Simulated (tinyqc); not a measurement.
Impurity fraction: valence-band anticrossing with a localised impurity level.

Host valence band EM(k) = al x - c k^2/mM, c = hbar^2/2m0, coupled to a flat level EI by V = C sqrt(x): H = [[EM, V], [V, EI]], E+/- = (EM + EI)/2 +/- sqrt((EM - EI)^2/4 + V^2). The host weight of a state at E is f = 1/(1 + V^2/(E - EI)^2), and its mass at k = 0 is mM/f. The gap is Eg - E+(0), the conduction edge staying at Eg.

Constants: hbar^2/2m0 = 3.80998211 eV angstrom^2.

Values chosen for the exercise (host near InP; shifted at random, so the results belong to these values and not to a real crystal):
```
symbol  value   unit  meaning
Eg      1.422   eV    gap at Gamma to the s-like level
mM      0.47    m0    mass of the host band
EI      -0.318  eV    impurity level, from the valence top of the host
C       1.36    eV    coupling
al      0.44    eV    linear shift of the host edge
```

The last column is the bowing that a quadratic law would need at that x, (Eg - gap)/(x (1 - x)), with equal end gaps.

Results:
```
x (%),E- (eV),E+ (eV),gap (eV),host weight of E+,mass of E+,bowing (eV)
0.1,-0.3237,0.0061,1.4159,0.983,0.4783,6.2
0.2,-0.3292,0.0121,1.4099,0.967,0.4860,6.1
0.5,-0.3447,0.0289,1.3931,0.929,0.5061,5.8
1.0,-0.3677,0.0541,1.3679,0.882,0.5328,5.5
2.0,-0.4070,0.0978,1.3242,0.824,0.5706,5.0
3.0,-0.4403,0.1355,1.2865,0.788,0.5968,4.7
8.0,-0.5647,0.2819,1.1401,0.709,0.6633,3.8
```

Give the missing row, x (%) = 5.0.

Computed row:
```
x (%)  E- (eV)  E+ (eV)  gap (eV)  host weight of E+  mass of E+  bowing (eV)
5.0    -0.4964   0.2004    1.2216              0.744      0.6317          4.2
```

The apparent bowing falls from 6.2 to 3.8 eV, so no single constant describes the gap: the part from the coupling goes as x while V is small against |EM - EI| and as sqrt(x) beyond (V = |EI| near x = 5.47 %), with the linear term al x on top; the fall of the gap goes as the power 0.98 of x between the first two rows and 0.73 between the last two. The mass of E+ goes from 0.4783 to 0.6633, higher although the gap falls; with al = 0 the weight tends to 1/2 at large x.

Run: tinyqc, `OMP_NUM_THREADS=1 python tinyqc.py 1081071 1081072 out.jsonl`; Intel(R) Xeon(R) Processor @ 2.30GHz, one thread, shared host; about 0.01 s of CPU time with all checks.
